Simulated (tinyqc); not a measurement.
# Worked calculation: surface potential of a MOS transistor: implicit equation and explicit approximations

tinyqc, about 0.01 s, one thread, Intel Xeon 2.30GHz (shared host): `OMP_NUM_THREADS=1 python tinyqc.py 2122052 2122053 out.jsonl` Printed values are rounded.

p-type body, charge-sheet picture, depletion and inversion only, full ionisation (an idealisation for deep acceptors), Boltzmann statistics (rough once Na exp(x - xn) passes about Nc/7). In units of Vt: xg = (Vg - Vfb)/Vt, x = psi/Vt, G = gamma/sqrt(Vt), xn = (2 phiF + Vc)/Vt. The implicit equation is (xg - x)^2 = G^2 [x - 1 + exp(x - xn)] for x above about 3. Cox = eps0 eox/tox.

Values chosen for this exercise; band and dielectric values close to those of silicon: temperature T = 300 K; band gap Eg = 1.14 eV; relative permittivity eps_r = 11.9; conduction-band density of states at T Nc = 2.76e19 cm^-3; valence-band density of states at T Nv = 2.66e19 cm^-3; relative permittivity of the gate insulator (close to silicon dioxide) eox = 3.9; insulator thickness tox = 4.8 nm; acceptor density Na = 8.1e16 cm^-3; flat-band voltage Vfb = -0.64 V; channel-body voltage Vc = 0.2 V; gate-body voltage Vg = 1.18 V.

Constants: q = 1.602176634e-19 C, kB = 1.380649e-23 J/K, Vt = kB T/q, eps0 = 8.8541878128e-14 F/cm where lengths are in cm. Results are converted to the units shown.

Range of the model: The electron quasi-Fermi level lies less than 2 Vt below the band edge at the surface, or above it, where degeneracy and confinement, left out, matter.

## Scales

ni = sqrt(Nc Nv) exp(-Eg/(2 Vt)), Eg in volts; phiF = Vt ln(Na/ni); gamma = sqrt(2 q eps0 eps_r Na)/Cox; VT = Vfb + Vt (xn + G sqrt(xn - 1)).

phiF = 0.419731 V
gamma = 0.229873 V^0.5
G = 1.42969
xn = 40.2082
VT = 0.630894 V
xg = 70.4007

## Explicit approximation

Depletion value a = 1 + [sqrt(G^2/4 + xg - 1) - G/2]^2; inversion value b = xn + ln[(xg - xn)^2/G^2 - xn + 1] and first guess y = min(a, b) - ln(1 + exp(-|a - b|)) if a > xn + 1, else b = y = a; one second-order correction with D = exp(y - xn), p = 2 (xg - y) + G^2 (1 + D), w = (xg - y)^2 - G^2 (y - 1 + D): z = y + 2 w/(p + sqrt(p^2 - 2 (2 - G^2 D) w)), or the Newton step z = y + w/p where the root is not real.

a = 59.4687
b = 46.2164
y = 46.2164
p = 881.860
w = -338.990
z = 45.7127

The root of the implicit equation is x = 45.7407; y misses it by 0.48 and z by -0.028, in units of Vt.

## Starting value

x = a rounded to two decimals.

x at the start = 59.47

## Iteration 1: new x

D = exp(x - xn), f = (xg - x)^2 - G^2 (x - 1 + D), f' = -2 (xg - x) - G^2 (1 + D), x(new) = x - f/f'.

D = 2.31902e8
f = -4.74010e8
f' = -4.74010e8
x after iteration 1 = 58.4700

## Iteration 2: new x

As before.

D = 8.53119e7
f = -1.74378e8
f' = -1.74378e8
x after iteration 2 = 57.4700

## Iteration 3: new x

As before.

D = 3.13845e7
f = -6.41502e7
f' = -6.41503e7
x after iteration 3 = 56.4700

## Course of the iteration

Stop when the step is below 1e-11, or after 60 iterations.

Course of the iteration:
```
iteration  x before the step      step
1                      59.47     -1.00
2                    58.4700     -1.00
3                    57.4700     -1.00
4                    56.4700     -1.00
5                    55.4700     -1.00
6                    54.4700     -1.00
7                    53.4701     -1.00
8                    52.4703    -0.999
9                    51.4708    -0.998
10                   50.4727    -0.994
11                   49.4785    -0.982
12                   48.4961    -0.948
13                   47.5485    -0.852
14                   46.6970    -0.628
15                   46.0685    -0.283
16                   45.7857   -0.0441
17                   45.7416  -9.07e-4
18                   45.7407  -3.73e-7
19                   45.7407   < 1e-13
```

Converged in 19 iterations. In 11 iterations the step is within 5 % of -1, the mark of an exponential that dominates f.

## Potential, charges and gate control

converged x = 45.7407

psi = Vt x; N_dep = Cox Vt G sqrt(x - 1)/q; N_inv = (Cox Vt G/q) [sqrt(x - 1 + exp(x - xn)) - sqrt(x - 1)]; dpsi/dVg = 1/[1 + G^2 (1 + exp(x - xn))/(2 (xg - x))].

psi = 1.18249 V
N_dep = 1.11007e12 cm^-2
N_inv = 1.7525e12 cm^-2
dpsi/dVg = 0.0868262

psi lies 5.5 Vt above 2 phiF + Vc.
